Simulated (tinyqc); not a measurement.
Off-state leakage of single and stacked transistors: one step of the calculation.

n-channel devices of unit width. Subthreshold current I(Vg, Vs, Vd) = I0 (T/300 K)^0.5 exp[(Vg - Vs - VT(T) - gb (Vs - Vb) + dd (Vd - Vs))/(nf Vt)] (1 - exp(-(Vd - Vs)/Vt)), VT(T) = VT - cT (T - 300 K). Gate-edge tunnelling Ig (Vd/1 V) exp(ag (Vd - 1 V)), for a gate at 0 V, and band-to-band leakage Ab u exp(-Bb/u), u = Vd - Vb + 1 V, flow at a drain held at V; both are taken as independent of T. In a stack of off transistors (all gates at 0 V) the same subthreshold current passes through each.

Question. New Vx. Stack of two, Vx the node between them: I_low = I(0, 0, Vx), I_up = I(0, Vx, V), f = ln(I_up/I_low), f' = -(1 + gb + 2 dd)/(nf Vt) - 1/(Vt (exp(Vx/Vt) - 1)) - 1/(Vt (exp((V - Vx)/Vt) - 1)), Vx(new) = Vx - f/f'.

Parameters, values chosen for the exercise; values of the order met in bulk silicon logic transistors:
```
symbol,value,unit,meaning
T,330,K,temperature
V,1.2,V,supply voltage
VT,0.33,V,"threshold at 300 K, zero drain and body bias"
cT,0.8,mV/K,fall of the threshold with temperature
I0,0.2,uA/um,current at threshold at 300 K
nf,1.25,,slope factor
dd,0.07,,drain-induced lowering per volt
gb,0.15,,rise of the threshold per volt of source-body bias
Vb,-0.6,V,body voltage
```

Constants: q = 1.602176634e-19 C, kB = 1.380649e-23 J/K, Vt = kB T/q. Results are converted to the units shown.

Vx at the start = 0.065 V

Wanted: I_low; I_up; f; f'; Vx after iteration 1.

Answer.

I_low = 0.003109 nA/um
I_up = 0.003475 nA/um
f = 0.1115
f' = -40.27 1/V
Vx after iteration 1 = 0.06777 V

Numbers from tinyqc (`OMP_NUM_THREADS=1 python tinyqc.py 2242022 2242023 out.jsonl`; about 0.03 s on one thread of a shared Intel Xeon 2.30GHz).
